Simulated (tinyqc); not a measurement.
# Monte Carlo simulation of one carrier in a uniform electric field, step by step

A worked calculation. Computed by tinyqc, a small Python program that keeps every step. Command: `OMP_NUM_THREADS=1 python tinyqc.py 3030819 3030820 out.jsonl mcfl walk`. One thread of a shared host (Intel(R) Xeon(R) Processor @ 2.30GHz), about 1 s of CPU time with the checks. Intermediate numbers are printed to about 6 digits and carried at full precision; extremes and crossings named in words are read from the listed rows.

The force e F acts along +z. Flights end at the constant total rate Gamma; the part of Gamma that the real rates do not fill is self-scattering, which leaves k unchanged. One valley, no impurities; equivalent final valleys enter only through Z_f in the optical rate.

Inputs (values chosen for the exercise, for a model non-polar semiconductor):

| quantity | value | unit |
|---|---|---|
| effective mass m | 0.695 | m_0 |
| density rho | 4980 | kg/m^3 |
| sound velocity v_l | 5010 | m/s |
| acoustic deformation potential D_A | 8.2 | eV |
| phonon energy hbar w | 20.8 | meV |
| optical or intervalley deformation potential D_o | 6.7 | 1e8 eV/cm |
| final valleys Z_f | 3 | - |
| lattice temperature T | 77 | K |
| electric field F | 50 | kV/cm |
| energy E_max up to which Gamma must cover the rates | 0.4 | eV |
| seed of the random numbers | 68537 | - |

Crystal: non-polar. Band: parabolic.

starting wave vector (1/nm): -0.25  -0.13  0.23

Constants: k_B = 1.380649e-23 J/K; e = 1.602176634e-19 C; hbar = 1.054571817e-34 J s; m_0 = 9.1093837015e-31 kg; hbar = 6.582119569e-16 eV s; k_B = 8.617333262e-05 eV/K.

## Total rate Gamma

Parabolic band: E = hbar^2 k^2/(2 m), speed v = hbar k/m, states per spin, volume and energy g(E) = m k/(2 pi^2 hbar^2). Masses are multiplied by m_0 and all formulas are in SI units. Phonon occupation N_q = 1/(exp(hbar w/(k_B T)) - 1). Acoustic deformation potential (elastic, equipartition, absorption and emission together): 1/tau = 2 pi k_B T D_A^2 g(E)/(hbar rho v_l^2). Optical or intervalley deformation potential: 1/tau = (pi Z_f D_o^2/(rho w)) [N_q g(E + hbar w) + (N_q + 1) g(E - hbar w)], with g = 0 below the band edge. Gamma is 1.05 times the largest total rate on the grid E = (j + 1/2) E_max/400, j = 0..399.

largest total rate = 64.0059 1e12/s

energy of the largest rate = 399.5 meV

Gamma = 67.2062 1e12/s

## Flight 1

Random numbers (0.02 to 0.98, from up to 60 sets tried for early real events), one row a flight:
```
       r1      r2      r3      r4
1  0.4374  0.2508  0.8539  0.0324
2  0.5323  0.3421  0.1097  0.5115
3  0.1051  0.0218  0.1487  0.9726
4  0.5953  0.5943  0.6239  0.5526
5  0.0394  0.5447  0.7559  0.5951
6  0.1400  0.8815  0.0565  0.8296
7  0.8130  0.4307  0.7785  0.1919
```

Flight: t = -ln(r1)/Gamma; k_z grows by e F t/hbar; E follows from the band; dz = (E_end - E_start)/(e F). Use row 1 of the random numbers.

flight time t = 12.3040 fs

k at the end of the flight (1/nm): -0.250000  -0.130000  0.323466

energy at the end = 10.0885 meV

displacement dz = 0.567166 nm

## Scattering event 1

Choice: with cumulative rates in the order acoustic, absorption, emission, the process is the first whose sum exceeds r2 Gamma; if none, self-scattering. Final state: E' = E, E + hbar w or E - hbar w gives k'. Isotropic processes: cos(theta) = 1 - 2 r3 from the z axis, phi = 2 pi r4, k' (sin theta cos phi, sin theta sin phi, cos theta).

cumulative rates (1e12/s): acoustic 1.08208, absorption 1.76169, emission 1.76169

r2 Gamma = 16.8553 1e12/s

Process chosen: self-scattering

k after event 1, the start of the next flight (1/nm): -0.250000  -0.130000  0.323466

## Flight 2

Use row 2 of the random numbers.

flight time t = 9.38229 fs

k at the end of the flight (1/nm): -0.250000  -0.130000  0.394737

energy at the end = 12.8946 meV

displacement dz = 0.561213 nm

## Scattering event 2

The formulas are those given above.

cumulative rates (1e12/s): acoustic 1.22334, absorption 1.93315, emission 1.93315

r2 Gamma = 22.9912 1e12/s

Process chosen: self-scattering

k after event 2, the start of the next flight (1/nm): -0.250000  -0.130000  0.394737

## All printed flights

Drift estimate: sum dz / sum t.

Flights:

| flight | t (fs) | E at the end (meV) | dz (nm) | process | k_x (1/nm) | k_y (1/nm) | k_z (1/nm) |
|---|---|---|---|---|---|---|---|
| 1 | 12.3040 | 10.0885 | 0.56717 | self-scattering | -0.250000 | -0.130000 | 0.32347 |
| 2 | 9.3823 | 12.8946 | 0.56121 | self-scattering | -0.250000 | -0.130000 | 0.39474 |
| 3 | 33.5214 | 27.4697 | 2.91502 | acoustic | 0.496268 | -0.086291 | 0.49735 |
| 4 | 7.7179 | 30.8550 | 0.67708 | self-scattering | 0.496268 | -0.086291 | 0.55598 |
| 5 | 48.1204 | 60.4624 | 5.92148 | self-scattering | 0.496268 | -0.086291 | 0.92152 |
| 6 | 29.2549 | 85.6229 | 5.03209 | self-scattering | 0.496268 | -0.086291 | 1.14375 |
| 7 | 3.0804 | 88.5873 | 0.59288 | self-scattering | 0.496268 | -0.086291 | 1.16715 |

drift estimate from these flights = 113452 m/s

6 of the 7 flights end in self-scattering. So few flights say little about the drift velocity: the estimate is noise at this length.

## Low-field mobility from the linear Boltzmann equation

On the grid E_j = (j + 1/2) hbar w/12 up to 20 k_B T + 2 hbar w, solve (sum of rates) l(E) = v(E); mu_0 = e sum g v l exp(-E/k_B T)/(3 k_B T sum g exp(-E/k_B T)).

low-field mobility mu_0 = 1121.55 cm^2/(V s)

## Long runs: velocity against field

Each row: 250 carriers from a thermal start, 1600 flights each, the first half discarded, random numbers not printed; the error is the standard error over ten groups; the mean energy is taken at the ends of flights, which sample time evenly. Fields at which more than 0.02 % of the events exceed Gamma are left out.

Monte Carlo results:

| F (kV/cm) | drift velocity (1e5 m/s) | error (1e5 m/s) | mu_0 F (1e5 m/s) | mean energy (meV) | real events (%) |
|---|---|---|---|---|---|
| 12 | 0.381 | 0.0043 | 1.34586 | 18.1 | 7.63 |
| 25 | 0.465 | 0.0022 | 2.80388 | 28.3 | 13.50 |
| 50 | 0.532 | 0.0021 | 5.60777 | 57.3 | 25.80 |

At the lowest field the drift velocity is 0.28 +/- 0.00 of the ohmic value mu_0 F, at the highest 0.09 +/- 0.00. The mean energy goes from 18 to 57 meV against the parabolic-band thermal value 3 k_B T/2 = 10 meV: the carriers heat, more of them reach the emission threshold, where they lose momentum, and the curve bends below the ohmic line. Only 8 to 26 % of the events are real; the rest is the price of a constant Gamma. Where hbar w is several k_B T, energy relaxes slowly and the low-field energies may still be drifting.

Checks made by the program: energy gained in the printed flights against e F dz (relative difference 1e-10).
